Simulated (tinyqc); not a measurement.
FCI on RHF in the sto-6g basis, for H2, spin multiplicity 1, step by step. One step of it, computed by the program tinyqc.

Question. Iteration 2 (converged): orbitals. Diagonalise F' = X^T F X, C = X C', fill 1 alpha and 1 beta electrons from the bottom; D = 2 C_occ C_occ^T. Each column has its largest component positive (the first on a tie).

converged F (hartree):
```
           1H 1s      2H 1s
1H 1s  -0.392776  -0.616296
2H 1s  -0.616296  -0.392776
```

X:
```
               1         2
1H 1s   1.259132  0.544795
2H 1s  -1.259132  0.544795
```

Give: F' = X^T F X; orbital energies; coefficients C; D after iteration 2.

Answer.

F' = X^T F X (hartree):
```
        1        2
1  0.7087   0.0000
2  0.0000  -0.5990
```

orbital energies (hartree): MO1 -0.5990, MO2 0.7087

coefficients C:
```
          MO1      MO2
1H 1s  0.5448   1.2591
2H 1s  0.5448  -1.2591
```

D after iteration 2:
```
        1H 1s   2H 1s
1H 1s  0.5936  0.5936
2H 1s  0.5936  0.5936
```
